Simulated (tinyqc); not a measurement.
# Changing the diameter d

Model: single-domain magnet: Stoner-Wohlfarth switching, Neel-Arrhenius retention, LLG dynamics and spin torque. Computed by tinyqc, a small Python program. Command: `OMP_NUM_THREADS=1 python tinyqc.py 3009796 3009797 out.jsonl macro sweep`. One thread of a shared host (Intel(R) Xeon(R) Processor @ 2.30GHz), about 0.01 s of CPU time with the checks.

The moment is uniform, with unit vector m; z is the easy axis. mu_0 = 1.25663706212e-6 T m/A, gamma = 1.76085963023e11 rad/(s T).

Inputs (values chosen for the exercise, for a model magnet):
```
quantity                         value    unit
saturation magnetisation M_s       777    kA/m
thickness t                        1.8      nm
interface anisotropy K_i          1.01  mJ/m^2
bulk anisotropy K_u                  0  kJ/m^3
exchange stiffness A                20    pJ/m
temperature T                      300       K
attempt frequency f0                 1     GHz
waiting time t_w              3.15e+08       s
damping alpha                    0.068       -
spin-torque efficiency eta        0.34       -
drive I/I_c0                       1.3       -
```

Shape: thin disc, easy axis normal to it.

Constants: k_B = 1.380649e-23 J/K; e = 1.602176634e-19 C; hbar = 1.054571817e-34 J s.

Method:
- The disc is treated as an oblate spheroid with p = t/d: N_z = [1 - p arccos(p)/sqrt(1 - p^2)]/(1 - p^2); V = pi d^2 t/4; K_eff = K_u + K_i/t + K_shape, K_shape = -(mu_0 M_s^2/4)(3 N_z - 1); mu_0 H_K = 2 K_eff/M_s.
- Delta = K_eff V/(k_B T); tau = exp(Delta)/f0; probability of a flip within t_w: P = 1 - exp(-t_w/tau). Wall width parameter sqrt(A/K_eff); a two-domain state costs 4 sqrt(A K_eff) times the cross-section that the wall cuts (d t).
- For axial symmetry and a polariser along z: I_c0 = (4 e alpha/(hbar eta)) K_eff V; relaxation time tau_D = (1 + alpha^2)/(alpha gamma mu_0 H_K); thermal start angle theta_0 = 1/sqrt(2 Delta); switching time about tau_D ln(pi/(2 theta_0))/(I/I_c0 - 1); precession frequency gamma mu_0 H_K/(2 pi (1 + alpha^2)).

One run for each value; columns: (1) diameter d (nm); (2) stability factor Delta; (3) barrier of the wall path / k_B T; (4) K_eff (kJ/m^3); (5) critical current I_c0 (microampere); (6) log10 of tau in s:
```
(1)     (2)     (3)     (4)     (5)     (6)
21    37.75   81.76  250.80   190.0    7.39
25    51.35   95.35  240.69   258.5   13.30
31    75.47  115.60  230.08   379.9   23.78
38   109.27  139.09  221.70   550.1   38.45
47   161.66  169.19  214.41   813.8   61.21
57   231.67  202.53  208.91  1166.2   91.61
70   341.23  245.80  204.03  1717.8  139.19
85   493.71  295.67  200.21  2485.4  205.42
```

Describe and explain the trends.

Over the rows, stability factor Delta rises from 37.7 to 494 (exponent d ln y / d ln x 1.8 between the first rows and 1.9 between the last); barrier of the wall path / k_B T rises from 81.8 to 296 (exponent d ln y / d ln x 0.88 between the first rows and 0.95 between the last); K_eff (kJ/m^3) falls from 251 to 200 (exponent d ln y / d ln x -0.24 between the first rows and -0.097 between the last). At the high end the exponent of stability factor Delta is 1.90, close to 2: the area of the disc. The wall path becomes the cheaper one between d = 47.0 and 57.0 nm; beyond that the true barrier follows the lower of the two. K_eff falls with d because N_z nears 1 as the disc gets flatter. Left out: 100 (the barrier is out of range).

Caution (all rows): a flat cylinder has a smaller N_z than the spheroid of the same t/d, so K_eff of a real disc is larger. Caution (rows 57.0, 70.0, 85.0): a domain wall can cross the element at lower cost, so the single-domain barrier is an upper bound.

Extremes, crossings and ranges named in words are read from the listed rows.
